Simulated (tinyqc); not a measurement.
Worked calculation: Holstein polaron on two sites. Computed by tinyqc, a small Python program that keeps every step. Command: `OMP_NUM_THREADS=1 python tinyqc.py 3031210 3031211 out.jsonl holstein walk`. One thread of a shared host (Intel(R) Xeon(R) Processor @ 2.30GHz), about 0.01 s of CPU time with the checks. Intermediate numbers are printed to about 6 digits and carried at full precision; extremes and crossings named in words are read from the listed rows.

One electron on sites 1 and 2: H = -t (c1+ c2 + c2+ c1) + hbar omega sum_i b_i+ b_i - g hbar omega sum_i n_i (b_i + b_i+). The symmetric phonon shifts the energy by -g^2 hbar omega/2 and drops out; with b = (b_1 - b_2)/sqrt(2) there remains H = -t sigma_x + hbar omega b+ b - (g hbar omega/sqrt(2)) sigma_z (b + b+). Parity splits it into blocks p = +1 and -1 over phonon numbers n. Zero-point energies are left out. Weights Z refer to mode b alone; the displaced symmetric mode multiplies the full zero-phonon weight by exp(-g^2/2).

Inputs (values chosen for the exercise, for a model dimer):

| quantity | value | unit |
|---|---|---|
| hopping t | 41 | meV |
| phonon energy hbar omega | 88.9 | meV |
| coupling g | 0.948 | - |
| phonon levels kept N | 6 | - |

## Energy scales

Polaron binding energy E_p = g^2 hbar omega; ratio E_p/t (the adiabatic potential has two wells when it exceeds 1); adiabaticity hbar omega/t.

E_p = 79.8948 meV

E_p/t = 1.94865

hbar omega/t = 2.16829

## The even block in a small basis

Block p: H_nn = n hbar omega - p t (-1)^n - g^2 hbar omega/2, H_(n,n+1) = -(g hbar omega/sqrt(2)) sqrt(n + 1). Take p = +1 and n = 0..N-1.

H, even block (meV):
```
         1        2         3         4         5         6
1  -80.947  -59.593     0.000     0.000     0.000     0.000
2  -59.593   89.953   -84.277     0.000     0.000     0.000
3    0.000  -84.277    96.853  -103.218     0.000     0.000
4    0.000    0.000  -103.218   267.753  -119.186     0.000
5    0.000    0.000     0.000  -119.186   274.653  -133.254
6    0.000    0.000     0.000     0.000  -133.254   445.553
```

## Levels in the small basis

Diagonalise H; the eigenvector has its largest component positive; Z is the weight of n = 0.

levels (meV): -104.281  -4.007  116.912  190.306  360.782  534.105

lowest eigenvector: 0.914534  0.358093  0.178625  0.055693  0.019149  0.004641

Z in the small basis = 0.836373

## Converged results

Use 60 levels in both blocks; Z = c_0^2 is the weight of n = 0 in the ground state c; the splitting is the lowest odd level less the lowest even one, which without coupling is the smaller of 2t and hbar omega; <sigma_x> = sum (-1)^n c_n^2 measures the kinetic energy.

ground-state energy = -104.282 meV

weight Z of n = 0 in mode b = 0.836336

mean phonon number in b = 0.203033

splitting = 30.2824 meV

splitting/(2t) = 0.369297

<sigma_x> = 0.737261

The small basis misses the ground-state energy by 0.000961 meV. Mode b stays mostly in its zero-phonon state.

## Approximations to the ground state

Second order: E = -t - E_p/2 - (E_p/2) hbar omega/(hbar omega + 2t). Lang-Firsov: E = -E_p - t exp(-g^2). Variable displacement: E(x) = -E_p/2 - t exp(-g^2 x^2) - (E_p/2)(2x - x^2), minimised over 0 <= x <= 1. Adiabatic, classical lattice: E = -E_p/2 - t for E_p < t, else -E_p - t^2/(2 E_p); it leaves out the change of zero-point energy.

Ground-state energy (meV):

| method | E | E - exact |
|---|---|---|
| second order in g | -101.728 | 2.5549 |
| Lang-Firsov | -96.586 | 7.6967 |
| variable displacement | -103.170 | 1.1121 |
| adiabatic, classical | -90.415 | 13.8676 |

best displacement x = 0.59963

Closest here is variable displacement (+1.11 meV), furthest adiabatic, classical (+13.87 meV), at hbar omega/t = 2.17 and E_p/t = 1.95. Lang-Firsov and variable displacement are variational and lie above the exact value. The Lang-Firsov narrowing exp(-g^2) = 0.407 compares with the exact splitting ratio 0.369.

Checks made by the program: 60 against 80 levels (relative difference below 1e-10); Hellmann-Feynman: dE/dt = -<sigma_x> (relative difference below 1e-10).
